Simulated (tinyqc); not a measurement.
Mobility and doping from two currents.

Inverse problem. A trap-free film with injecting contacts is fitted, with diffusion neglected, by J = q mu N V/Lf + (9/8) eps0 eps_r mu V^2/Lf^3. Find mu, N and the voltage at which both terms are equal.

Inputs (values chosen for the exercise):

| symbol | value | unit | meaning |
|---|---|---|---|
| eps_r | 9.45 |  | relative permittivity |
| Lf | 620 | nm | film thickness |

Constants: q = 1.602176634e-19 C, eps0 = 8.8541878128e-14 F/cm where lengths are in cm. Results are converted to the units shown.

J at 3.5 and 18 V (A/cm^2): 265.53958  3015.0036

Solution. J/V is a straight line in V: the slope gives mu and the intercept mu N.

mu = 1.60 cm^2/(V s)
N = 1.30e16 cm^-3
crossover voltage = 8.51 V

Program tinyqc, `OMP_NUM_THREADS=1 python tinyqc.py 2730014 2730015 out.jsonl`; Intel Xeon 2.30GHz, shared host, one thread, about 0.06 s.
